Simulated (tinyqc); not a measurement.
Sweep of alpha: linear model of a band gap against the share of exact exchange.

E(alpha) = E0 + S alpha. A wider gap screens less, modelled in the Penn form eps(alpha) = 1 + (e0 - 1)(EP/(EP + S alpha))^2 with a scale EP chosen for the exercise. A dielectric-dependent hybrid takes alpha = 1/eps.

Inputs chosen for the exercise (of the order of those of diamond; not measured data):

| symbol | value | unit | meaning |
|---|---|---|---|
| E0 | 4.22 | eV | gap of the semi-local functional |
| S | 7.16 | eV | slope dE/d(alpha) |
| e0 | 6.04 |  | optical dielectric constant at alpha = 0 |
| EP | 27.7 | eV | energy scale of the screening |
| Et | 5.55 | eV | target gap |

Also the exciton scale relative to alpha = 0, (m/m(0))(eps(0)/eps)^2, with a mass proportional to E + D, D = E0/2 + 0.3 eV, a k.p rule for direct gaps only.

Results:

| alpha | E (eV) | eps | alpha eps | exciton scale |
|---|---|---|---|---|
| 0.00 | 4.220 | 6.040 | 0.000 | 1.00 |
| 0.05 | 4.578 | 5.912 | 0.296 | 1.10 |
| 0.10 | 4.936 | 5.789 | 0.579 | 1.21 |
| 0.20 | 5.652 | 5.557 | 1.111 | 1.44 |
| 0.25 | 6.010 | 5.447 | 1.362 | 1.56 |
| 0.35 | 6.726 | 5.238 | 1.833 | 1.83 |
| 0.50 | 7.800 | 4.952 | 2.476 | 2.29 |

Give the missing row, alpha = 0.15.

Computed row:
```
alpha  E (eV)    eps  alpha eps  exciton scale
0.15    5.294  5.671      0.851           1.32
```

alpha eps reaches 1 between alpha = 0.15 and 0.2 (fixed point 0.178), and the target gap is met between 0.15 and 0.2. At the fixed point the gap is 5.50 eV, -0.05 eV from the target. From 0 to 0.25 the gap grows by 1.79 eV while eps falls by 10 %; the exciton scale, which takes both, grows by a factor of 1.56 (formal for an indirect gap).

Computed by tinyqc, a small Python program: `OMP_NUM_THREADS=1 python tinyqc.py 1881148 1881149 out.jsonl` (the numbers bound the seed that draws the inputs); one thread of a shared host (Intel(R) Xeon(R) Processor @ 2.30GHz), about 0.01 s for the whole set of steps.
